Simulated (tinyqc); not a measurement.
## Width from the threshold shift

Inverse problem. Undoped body with a flat potential across it, hard walls, transport along x. One isotropic valley (g = 1, mx = my = mz = me). Non-parabolicity enters the subband edges through E (1 + al E) = gamma, so E = 2 gamma/(1 + sqrt(1 + 4 al gamma)); motion within a subband is taken as parabolic with the band-edge mass. Energies are counted from the bulk band edge. gamma = C pi^2 [a^2/(my (t + dl)^2) + b^2/(mz (H + dl)^2)], C = hbar^2/(2 m0). Each subband has N_k = g sqrt(2 mx m0 kB T/(pi hbar^2)); without degeneracy n = exp(EF/Vt) sum N_k exp(-E_k/Vt). Classical value Nc times t H, Nc = sum over valleys of 2 g (m m0 kB T/(2 pi hbar^2))^1.5 with m = (mx my mz)^(1/3). Threshold shift dVT = Vt ln(classical value/sum N_k exp(-E_k/Vt)). Find t and the lowest subband edge.

Values chosen for this exercise; masses close to those of InAs: temperature T = 77 K; mass at the band edge me = 0.0227 m0; non-parabolicity al = 2.9 1/eV; widening of the box by penetration into the insulator dl = 0 nm; height (along z) H = 4 nm.

Constants: q = 1.602176634e-19 C, kB = 1.380649e-23 J/K, hbar = 1.054571817e-34 J s, m0 = 9.1093837015e-31 kg, Vt = kB T/q, hbar^2/(2 m0) = 0.0380998212 eV nm^2. Results are converted to the units shown.

dVT = 654.88037 mV

Answer. dVT is evaluated for trial values of t with all subbands; between 1.5 and 25 nm one value matches.

t = 4.000 nm
E_1 = 690.0 meV

tinyqc, about 0.09 s, one thread, Intel Xeon 2.30GHz (shared host): `OMP_NUM_THREADS=1 python tinyqc.py 2350092 2350093 out.jsonl`
